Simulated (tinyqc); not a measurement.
MOS inversion layer, Poisson-Schroedinger loop: effect of the temperature.

Electrons confined at an insulator interface at z = 0, treated as a hard wall; parabolic valleys, Hartree approximation, no image or exchange terms. The depletion charge lies far deeper than the electrons and gives a uniform field q Nd/(eps0 eps_r); the gate balances all charge. Energies are counted from the band edge at the interface.

Schroedinger equation -(C/mz) psi'' + (V0 + U + dE for set B) psi = E psi, C = hbar^2/(2 m0), psi(0) = 0, on a uniform mesh of 800 nodes with a far wall at 22 nm, 8 levels a set; V0 = q Nd z/(eps0 eps_r); dU/dz = q (Ns - integral of n from 0 to z)/(eps0 eps_r), U(0) = 0; N_k = g md m0 q Vt/(pi hbar^2) ln(1 + exp((EF - E_k)/Vt)), g the number of valleys of the set, sum N_k = Ns. Triangular well: E_k = a_k (C F^2/mz)^(1/3), a_1 = 2.338107, a_2 = 4.087949, C = hbar^2/(2 m0), F in eV/nm. Fang-Howard (all electrons in the lowest level of set A): b^3 = 6 (mz1/C) q (Nd + 11 Ns/32)/(eps0 eps_r), centroid 3/b, level C b^2/(4 mz1) + (3/b) q (Nd + 11 Ns/16)/(eps0 eps_r). The centroid adds 3.9 z_av/eps_r to an oxide-equivalent thickness.

Inputs (values chosen for the exercise); masses and permittivity close to those of silicon (100): relative permittivity eps_r = 11.9; mass along z of valley set A (2 valley(s)) mz1 = 0.906 m0; in-plane density-of-states mass of set A md1 = 0.19 m0; mass along z of valley set B (4 valley(s)) mz2 = 0.188 m0; in-plane density-of-states mass of set B md2 = 0.418 m0; sheet density of electrons Ns = 8.9e12 cm^-2; sheet density of depletion charge Nd = 8.3e11 cm^-2; extra shift of set B (strain) dE = 0 eV.

Constants: q = 1.602176634e-19 C, kB = 1.380649e-23 J/K, hbar = 1.054571817e-34 J s, m0 = 9.1093837015e-31 kg, Vt = kB T/q, eps0 = 8.8541878128e-14 F/cm where lengths are in cm, hbar^2/(2 m0) = 0.0380998212 eV nm^2. Results are converted to the units shown.

The same in every row: Fang-Howard centroid (nm) = 1.47.

Results:
```
T (K)  A1 (meV)  B1 (meV)  EF (meV)  share of A1 (%)  share of set A (%)  centroid z_av (nm)  added oxide equivalent (nm)
20          196       256       251             98.5                99.0                1.41                        0.463
77          198       262       249             91.9                93.4                1.50                        0.493
120         199       267       247             86.7                89.1                1.57                        0.515
200         201       276       242             77.2                81.5                1.70                        0.556
300         203       285       233             66.5                73.2                1.87                        0.612
400         205       293       220             57.4                66.4                2.04                        0.670
500         207       300       203             50.1                61.0                2.22                        0.728
```

Estimate the missing row, T = 50 K.

Computed row:
```
T (K)  A1 (meV)  B1 (meV)  EF (meV)  share of A1 (%)  share of set A (%)  centroid z_av (nm)  added oxide equivalent (nm)
50          197       259       250             95.1                96.1                1.46                        0.479
```

With this row back in the table: As T goes from 20 to 500, A1 rises from 196 to 207 meV, the share of A1 falls from 98.5 to 50.1 % and the centroid rises from 1.41 to 2.22 nm. EF lies more than 2 meV above A1 for T = 20, 50, 77, 120, 200, 300, 400. The Fang-Howard centroid is 4.4 % above the full one in the first row, where A1 holds 98.5 %, and 34 % below it in the last, where A1 holds 50.1 %.

tinyqc, about 1 s, one thread, Intel Xeon 2.30GHz (shared host): `OMP_NUM_THREADS=1 python tinyqc.py 2160026 2160027 out.jsonl`
